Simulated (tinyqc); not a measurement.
## Disorder from G

Inverse problem. In a one-dimensional band with self-consistent Born disorder, 1/G^2 = (z - D G)^2 - 4 t^2, z = E + i eta, where z - D G has a positive imaginary part. Find D and Sigma = D G.

Parameters, values chosen for the exercise: hopping t = 1 eV; bare broadening eta = 0.001 eV; energy from the band centre E = 0.076 eV.

G = 0.00428965-0.48338389i 1/eV

Answer. z - D G is the root of 1/G^2 + 4 t^2 with positive imaginary part; then D = (z - root)/G.

D = 1.100 eV^2
Sigma = 0.0047-0.5317i eV

Program tinyqc, `OMP_NUM_THREADS=1 python tinyqc.py 2720124 2720125 out.jsonl`; Intel Xeon 2.30GHz, shared host, one thread, about 0.02 s.
